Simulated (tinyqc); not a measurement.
Jacobi rotations on a symmetric matrix, step by step. One step of it, computed by the program tinyqc.

Task: Jacobi rotation 2. Take the largest off-diagonal element A_pq; tan 2 theta = 2 A_pq / (A_qq - A_pp) with |theta| <= pi/4; A' = J^T A J with J_pp = J_qq = cos, J_pq = sin, J_qp = -sin.

A':
```
,1,2,3,4,5
1,0.089306,-0.071762,-0.014127,-0.075375,0.000000
2,-0.071762,0.335000,-0.197000,0.183000,0.046349
3,-0.014127,-0.197000,1.603000,0.031000,0.000652
4,-0.075375,0.183000,0.031000,2.609000,-0.166975
5,0.000000,0.046349,0.000652,-0.166975,2.788694
```

Give: p, q, theta; A'.

Result:

p, q, theta (rad): 2.0000  3.0000  -0.1506

A':
```
,1,2,3,4,5
1,0.0893,-0.0731,-0.0032,-0.0754,0.0000
2,-0.0731,0.3051,0.0000,0.1856,0.0459
3,-0.0032,0.0000,1.6329,0.0032,-0.0063
4,-0.0754,0.1856,0.0032,2.6090,-0.1670
5,0.0000,0.0459,-0.0063,-0.1670,2.7887
```
